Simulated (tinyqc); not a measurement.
# Floating body of a partially depleted SOI transistor: body voltage and kink: effects of single changes

Source at 0 V. Channel current Ic = 2 nf K Vt^2 [F(0) - F(Vd)](1 + la Vd), F(V) = ln^2(1 + exp((Vg - VT - nf V)/(2 nf Vt))), VT = VT0 - gb Vb. Saturation voltage Vs = 2 Vt sqrt(F(0)) + 3 Vt, excess Ve = (Vd - Vs + sqrt((Vd - Vs)^2 + 0.0004 V^2))/2, multiplication M1 = Ai Ve exp(-Bl/Ve). Each junction passes D(v) = J1 (exp(v/Vt) - 1) + J2 (exp(v/(2 Vt)) - 1). Bipolar current Ib = bb J1 (exp(Vb/Vt) - 1). The body settles where M1 (Ic + Ib) = D(Vb) + D(Vb - Vd) + Vb/Rb; drain current Id = (1 + M1)(Ic + Ib) - D(Vb - Vd).

Values chosen for this exercise; values of the order met in partially depleted silicon-on-insulator transistors:

| symbol | value | unit | meaning |
|---|---|---|---|
| T | 330 | K | temperature |
| VT0 | 0.35 | V | threshold at zero body voltage |
| gb | 0.21 |  | fall of the threshold per volt of body voltage |
| nf | 1.19 |  | slope factor |
| K | 330 | uA/(V^2 um) | gain factor per width |
| la | 0.1 | 1/V | channel-length modulation factor |
| Ai | 3.46 | 1/V | impact-ionisation prefactor |
| Bl | 4.8 | V | impact-ionisation voltage |
| J1 | 1.2e-12 | uA/um | diffusion saturation current of each junction |
| J2 | 4.8e-9 | uA/um | recombination saturation current of each junction |
| bb | 0 |  | gain of the lateral bipolar transistor on the diffusion current |
| Rb | 1e9 | kohm um | resistance of a weak body tie to the source (1e9 stands for no tie, and the term is then dropped) |
| Vg | 0.32 | V | gate voltage |
| Vd | 2.3 | V | drain voltage |

Constants: q = 1.602176634e-19 C, kB = 1.380649e-23 J/K, Vt = kB T/q. Results are converted to the units shown.

Each table varies one quantity; the others keep the values above.

## Output curve and kink

Rows with more than one solution for Vb (latch) are left out; dId/dVd by a forward difference over 1e-4 V, swing = 1e-4 V over the change of log10 Id; M1 under 1e-12 is printed as 0.

Output curve and kink:
```
Vd (V),Vb (V),M1,"Id, floating (uA/um)","Id, grounded (uA/um)",ratio,"dId/dVd, floating (uS/um)","dId/dVd, grounded (uS/um)"
0.68,0.5323,1.481e-4,1.465,0.1669,8.781,3.363,0.01677
0.84,0.6135,0.001584,1.921,0.1699,11.31,2.458,0.02170
1,0.6642,0.007643,2.277,0.1741,13.08,2.057,0.03281
1.16,0.6997,0.02341,2.595,0.1807,14.36,1.959,0.05053
1.32,0.7263,0.05415,2.917,0.1906,15.30,2.096,0.07384
1.48,0.7469,0.1042,3.276,0.2046,16.01,2.420,0.1013
1.64,0.7636,0.1764,3.698,0.2232,16.57,2.884,0.1315
1.8,0.7774,0.2724,4.204,0.2467,17.04,3.452,0.1633
```

Vb rises from 0.532 to 0.777 V and the ratio of the currents rises from 8.78 to 17.0. The output conductance with a floating body exceeds the grounded value by the largest factor among the rows, 201, at Vd = 0.68 V, where Vb = 0.532 V and M1 = 1.48e-4.

## Transfer curve and swing

Same model as above.

Result of one run:
```
Vg (V),Vb (V),M1,"Id, floating (uA/um)","Id, grounded (uA/um)",ratio,"swing, floating (mV/decade)","swing, grounded (mV/decade)"
0.6,0.8579,0.4809,46.76,17.62,2.654,549.9,319.1
```

What becomes of these results when the gate voltage Vg is changed from 0.6 to 0.1 V, all else the same?

Result of the changed run:
```
Vg (V),Vb (V),M1,"Id, floating (uA/um)","Id, grounded (uA/um)",ratio,"swing, floating (mV/decade)","swing, grounded (mV/decade)"
0.1,0.6718,0.8643,0.04841,8.847e-4,54.72,71.65,78.92
```

The whole series:
```
Vg (V),Vb (V),M1,"Id, floating (uA/um)","Id, grounded (uA/um)",ratio,"swing, floating (mV/decade)","swing, grounded (mV/decade)"
-0.1,0.4409,0.8769,3.777e-5,2.463e-6,15.34,58.04,78.12
0,0.5708,0.8750,0.001578,4.699e-5,33.58,64.41,78.16
0.1,0.6718,0.8643,0.04841,8.847e-4,54.72,71.65,78.92
0.2,0.7517,0.8244,0.8078,0.01564,51.65,98.97,82.19
0.3,0.8019,0.7461,4.975,0.2203,22.58,168.2,94.84
0.4,0.8302,0.6538,14.50,1.792,8.094,276.4,132.9
0.5,0.8471,0.5641,28.77,7.227,3.981,407.1,209.7
0.6,0.8579,0.4809,46.76,17.62,2.654,549.9,319.1
0.7,0.8650,0.4050,67.74,32.36,2.093,699.8,448.2
```

Vb rises from 0.441 to 0.865 V. The smallest swing among the rows is 58.0 mV a decade with a floating body (at Vg = -0.1 V) and 78.1 with a grounded one; Vt ln 10 = 65.5. The floating swing is smaller by more than 3 % for Vg = -0.1, 0, 0.1 V, where the rising Vb lowers the threshold as Vg rises. In the first row the floating body raises the current by a factor of 15.3.

Range of the model: The multiplication law is an empirical form chosen for the exercise; self-heating and capacitive coupling to the body are left out, and the linear laws are rough once Vb passes about 0.7 V or M1 about 0.1.

Program tinyqc, `OMP_NUM_THREADS=1 python tinyqc.py 2182015 2182016 out.jsonl`; Intel Xeon 2.30GHz, shared host, one thread, about 0.2 s.
